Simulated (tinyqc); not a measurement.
Inside a calculation. Model: Landau-Devonshire theory of a uniaxial ferroelectric. Computed by tinyqc, a small Python program that keeps every step. Command: `OMP_NUM_THREADS=1 python tinyqc.py 3021317 3021318 out.jsonl ferro walk`. One thread of a shared host (Intel(R) Xeon(R) Processor @ 2.30GHz), about 0.01 s of CPU time with the checks. Intermediate numbers are printed to about 5 digits and carried at full precision; extremes and crossings named in words are read from the listed rows.

G(P) = (alpha/2) P^2 + (beta*/4) P^4 + (gamma/6) P^6 - E P per volume, SI units, one domain, P along the polar axis, which is normal to the film.

Inputs (values chosen for the exercise, for a model ferroelectric):
```
quantity                           value             unit
alpha_0                           583000      J m/(C^2 K)
Curie-Weiss temperature T0           510                K
beta                           -1.79e+09        J m^5/C^4
gamma                           1.67e+10        J m^9/C^6
temperature T                        408                K
misfit strain u_m                -0.0057                -
electrostriction Q12              -0.046          m^4/C^2
compliance s11 + s12             3.8e-12            m^2/N
applied field E                      1.4             MV/m
film thickness d                     5.8               nm
screening length lambda            0.029               nm
background permittivity eps_b         20                -
gradient coefficient g           5.3e-11        J m^3/C^2
series capacitance C_d               3.2  microfarad/cm^2
start of Newton steps P0/Ps            2                -
```

Sample: epitaxial film.

Constants: eps_0 = 8.8541878128e-12 F/m.

## Coefficients at T

alpha = alpha_0 (T - T0*), with clamping: T0* = T0 + 4 Q12 u_m/(alpha_0 (s11 + s12)), beta* = beta + 4 Q12^2/(s11 + s12).

T0* = 983.41 K

alpha = -3.3547e+08 J m/C^2

beta* = 4.3737e+08 J m^5/C^4

Compression raises T0 by 473 K. beta* > 0: the transition is of second order, although the free crystal has a first-order one.

## Spontaneous polarisation, susceptibility, coercive field

Ps^2 = [-beta* + sqrt(beta*^2 - 4 alpha gamma)]/(2 gamma). chi = 1/(eps_0 G''), G'' = alpha + 3 beta* P^2 + 5 gamma P^4 at Ps. Ps, chi and the coercive field are for perfect screening, without a depolarising field. The intrinsic coercive field is |alpha P + beta* P^3 + gamma P^5| at the P_c where G'' = 0. 1 C/m^2 = 100 microcoulomb/cm^2.

spontaneous polarisation Ps = 35.950 microcoulomb/cm^2

susceptibility chi = 91.911

well depth G(Ps) = -13.843 MJ/m^3

P_c = 23.667 microcoulomb/cm^2

intrinsic coercive field = 61.196 MV/m

P_c/Ps = 0.658, above the 0.577 of a quartic well, as the sixth-order term matters. Real switching runs by domain nucleation at far lower fields. Caution: far below T0* the expansion with linear alpha(T) is only a fit.

## Polarisation in the field by Newton steps

Solve G'(P) = alpha P + beta* P^3 + gamma P^5 - E = 0 by P(new) = P - G'/G'' from P0; stop when the step is below 1e-11 C/m^2 (G' under 1e-6 MV/m is shown as 0).

Newton steps:
```
step  P (microcoulomb/cm^2)   G' (MV/m)  G'' (MJ m/C^2)
1                    71.900  3.1289e+03           22658
2                    58.091  9.9418e+02            9616
3                    47.752  3.0067e+02            4305
4                    40.768  7.9543e+01            2189
5                    37.135  1.4351e+01            1433
6                    36.134  8.8288e-01            1259
7                    36.063  4.0982e-03            1248
8                    36.063           0            1248
9                    36.063           0            1248
```

P at the end of the steps = 36.063 microcoulomb/cm^2

1/(eps_0 G'') there = 90.533

The linear estimate Ps + eps_0 chi E gives 36.064; the field lowers chi by 1.5 %.

## The 180-degree wall

With the term (g/2) (dP/dx)^2, (g/2) P'^2 = G(P) - G(Ps) across the wall: energy = int_(-Ps)^(Ps) sqrt(2 g [G(P) - G(Ps)]) dP (40 Gauss-Legendre points); width = 2 Ps over the slope at P = 0, sqrt(2 |G(Ps)|/g). Elastic coupling inside the wall is left out.

wall energy = 19.125 mJ/m^2

wall width = 0.99480 nm

## A capacitor with imperfect screening

Between shorted electrodes with screening length lambda each, the depolarising field is -k P, k = 2 lambda/(eps_0 (d + 2 lambda eps_b)), so alpha turns into alpha + k. The polar state is the lowest uniform state while alpha + k < 0 (beta* > 0) or < 3 beta*^2/(16 gamma) (beta* < 0); setting the equality gives the critical thickness d_c.

depolarising coefficient k = 9.4117e+08 J m/C^2

polarisation of the film = 0 microcoulomb/cm^2

size of the depolarising field = 0 MV/m

critical thickness d_c = 18.367 nm

The film is thinner than d_c, so the uniform polar state is not the lowest one; a real film may break into domains or be non-polar.

## Thickness series

Domains are left out, though they can pre-empt both the loss of P and the state at P = 0. The second and third columns are for the shorted capacitor, polar only where it is the lowest uniform state: alpha + k < 0 (beta* > 0) or < 3 beta*^2/(16 gamma) (beta* < 0). The last column is another circuit, the film in series with C_d at P = 0: 1/C = (alpha d)/(1 + alpha eps_0 eps_b) + 1/C_d, and P = 0 is locally stable while 1/C > 0; a dash marks the rest.

Against thickness:
```
d (nm)  P (microcoulomb/cm^2)  depolarising field (MV/m)  C of the stack / C_d
1                       0.000                      0.000                1.0115
2                       0.000                      0.000                1.0234
3                       0.000                      0.000                1.0355
5                       0.000                      0.000                1.0605
8                       0.000                      0.000                1.1005
15                      0.000                      0.000                1.2066
30                     27.293                     57.376                1.5207
60                     32.338                     34.636                3.1723
150                    34.614                     15.000                     -
```

The polar state appears between 15 and 30 nm (d_c = 18.4 nm), and at 150 nm P is 96.3 % of Ps. The stack exceeds C_d wherever it is stable, up to 3.17 times: the ferroelectric held at P = 0 acts as a negative capacitance.

Checks made by the program: Ps against a numerical root of G'(P)/P (relative difference below 1e-10).
